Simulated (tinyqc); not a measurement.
Thermal and gravitational stress in a wafer during furnace and rapid thermal processing, and the onset of slip. Inputs raised by 5 %, one at a time. Computed by tinyqc, a small Python program. Command: `OMP_NUM_THREADS=1 python tinyqc.py 3006493 3006494 out.jsonl slip sens`. One thread of a shared host (Intel(R) Xeon(R) Processor @ 2.30GHz), about 0.02 s of CPU time with the checks.

A thin free disc in plane stress, isotropic; T(r) = T_centre + dT (r/R)^n. Stress is positive in tension; sigma_SB = 5.670374419e-8 W/(m^2 K^4), g = 9.80665 m/s^2.

Inputs (values chosen for the exercise, for a model wafer):
```
quantity                              value        unit
wafer radius R                           75          mm
thickness t                             675  micrometre
Young's modulus E                       142         GPa
expansion alpha                        4.28      1e-6/K
edge less centre temperature dT          19           K
exponent n of the profile                16           -
temperature T                          1475           K
prefactor A of the critical stress  0.00025         MPa
energy U of the critical stress        1.02          eV
density rho                            2330      kg/m^3
heat capacity c                         927    J/(kg K)
conductivity k                         26.2     W/(m K)
wafer spacing s                          12          mm
ramp rate                                22       K/min
```

Temperature profile: edge zone, power law.

Constants: k_B = 8.617333262e-05 eV/K.

Method:
- With x = r/R: s_rr = alpha E dT (1 - x^n)/(n + 2), s_tt = alpha E dT [1 - (n + 1) x^n]/(n + 2).
- Critical resolved stress tau_c = A exp(U/(k_B T)), a form chosen for the exercise; slip when 0.492799 |s_tt(R)| > tau_c; allowed |dT| = tau_c (n + 2)/(0.492799 n alpha E).
- In a stack heated from the rim, heat flows inward by conduction and by radiation between wafers: k_eff = k + (16/3) sigma_SB T^3 s^2/t (a diffusion estimate with the spacing as path length). A steady ramp gives the parabolic lag dT = rho c (ramp) R^2/(4 k_eff); the allowed ramp uses n = 2.

Runs:
```
input moved                           from      to  hoop stress at the edge (MPa)  allowed |dT| (K)  lag of the centre (K)  allowed ramp rate (K/min)
base run                                 -       -                        -10.264            2.8696                 4.7750                     23.504
wafer radius R (mm)                     75   78.75                        -10.264            2.8696                 5.2645                     21.319
thickness t (micrometre)               675  708.75                        -10.264            2.8696                 4.9858                     22.511
expansion alpha (1e-6/K)              4.28   4.494                        -10.778            2.7330                 4.7750                     22.385
energy U of the critical stress (eV)  1.02   1.071                        -10.264            4.2863                 4.7750                     35.108
conductivity k (W/(m K))              26.2   27.51                        -10.264            2.8696                 4.7483                     23.636
ramp rate (K/min)                       22    23.1                        -10.264            2.8696                 5.0138                     23.504
heat capacity c (J/(kg K))             927  973.35                        -10.264            2.8696                 5.0138                     22.385
```

Exponents ln(y'/y) / ln(x'/x):
```
input                            hoop stress at the edge  allowed |dT|  lag of the centre  allowed ramp rate
wafer radius R                                         0         0.000              2.000             -2.000
thickness t                                            0         0.000              0.885             -0.885
expansion alpha                                        1        -1.000              0.000             -1.000
energy U of the critical stress                        0         8.224              0.000              8.224
conductivity k                                         0         0.000             -0.115              0.115
ramp rate                                              0         0.000              1.000              0.000
heat capacity c                                        0         0.000              1.000             -1.000
```

To which inputs is each result most sensitive?

Among the inputs moved here: hoop stress at the edge answers most in size to expansion alpha (exponent +1.000); its exponent is below 0.0005 for wafer radius R, thickness t, energy U of the critical stress, conductivity k, ramp rate, heat capacity c. Its exponent 0.000 in wafer radius R: at given dT the stress does not depend on size. Allowed |dT| answers most in size to energy U of the critical stress (exponent +8.224), next to expansion alpha (-1.000); its exponent is below 0.0005 for wafer radius R, thickness t, conductivity k, ramp rate, heat capacity c. Its exponent -1.000 in expansion alpha: stress is alpha E dT. lag of the centre answers most in size to wafer radius R (exponent +2.000), next to ramp rate (+1.000); its exponent is below 0.0005 for expansion alpha, energy U of the critical stress. Its exponent +2.000 in wafer radius R: diffusion over the radius. Allowed ramp rate answers most in size to energy U of the critical stress (exponent +8.224), next to wafer radius R (-2.000); its exponent is below 0.0005 for ramp rate. Its exponent -2.000 in wafer radius R: diffusion over the radius.
